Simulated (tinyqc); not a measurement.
Worked calculation: cyclotron resonance of ellipsoidal valleys, Ge type. Values are carried at full precision from step to step, so a last printed digit may differ when a step is redone from the rounded ones.

Valleys along [111], [-111], [1-11], [11-1], mass ml along the axis and mt across it. B lies in the (1-10) plane, b = (sin(theta)/sqrt2, sin(theta)/sqrt2, cos(theta)). For the angle phi between B and the axis, 1/mc^2 = cos^2(phi)/mt^2 + sin^2(phi)/(mt ml). Resonance: h nu = 2 muB B/mc, h = 2 pi hbar.

Constants: hbar = 6.58211957e-16 eV s; muB = 5.788381798e-05 eV/T.

Inputs chosen for the exercise (near those of Ge; not measured data):
- theta = 8 degrees (angle of B from [001] towards [110])
- ml = 1.521 m0 (longitudinal mass)
- mt = 0.082 m0 (transverse mass)
- nu = 140 GHz (microwave frequency)
- tau = 7.7 ps (scattering time)

## Angles to the valley axes

Give b and cos^2(phi) for each axis.

b: 0.0984  0.0984  0.9903

cos^2(phi): [111] 0.4697, [-111] 0.3269, [1-11] 0.3269, [11-1] 0.2099

## Cyclotron masses and resonance fields

For each axis, mc and B = h nu mc/(2 muB).

Resonances:
```
axis,mc (m0),B (T)
[111],0.1162,0.5810
[-111],0.1361,0.6805
[1-11],0.1361,0.6805
[11-1],0.1632,0.8162
```

3 distinct masses appear; the limits are mt = 0.082 (B along the axis) and sqrt(ml mt) = 0.3532 (B across it).

## The same from the mass tensor

For the valley along [11-1]: M = mt 1 + (ml - mt) a a^T, and mc^2 = det M/(b M b).

M (m0), lower triangle:
```
,x,y,z
x,0.5617
y,0.4797,0.5617
z,-0.4797,-0.4797,0.5617
```

det M = 0.010227
b M b = 0.3840
mc = 0.1632 m0

## Line shape

For linear polarisation and one isotropic mass the absorbed power goes as P = [1 + (w^2 + wc^2) tau^2]/([1 + (wc^2 - w^2) tau^2]^2 + 4 w^2 tau^2), w = 2 pi nu. List it for wc/w = 0, 0.5, 0.8, 0.9, 1, 1.1, 1.2, 1.5 and 2, which is B over the resonance field.

w tau = 6.773

Power:
```
wc/w,P
0.0,0.02133
0.5,0.04490
0.8,0.1797
0.9,0.3458
1.0,0.5027
1.1,0.3452
1.2,0.1786
1.5,0.04184
2.0,0.01187
```

The largest listed value lies at wc/w = 1.0, 23.6 times the zero-field value. With w tau well above 1 the line is sharp, of relative half width about 1/(w tau). The closest two lines of this crystal are 17.1 % apart, so they merge at this w tau.

## Checks

- Rotation frequency of dv/dt = -M^-1 (v x b) for the valley along [11-1], in units of e B/m0, against 1/mc: both 6.1274.

Run: tinyqc, `OMP_NUM_THREADS=1 python tinyqc.py 1280354 1280355 out.jsonl`; Intel(R) Xeon(R) Processor @ 2.30GHz, one thread, shared host; about 0.01 s of CPU time with all checks.
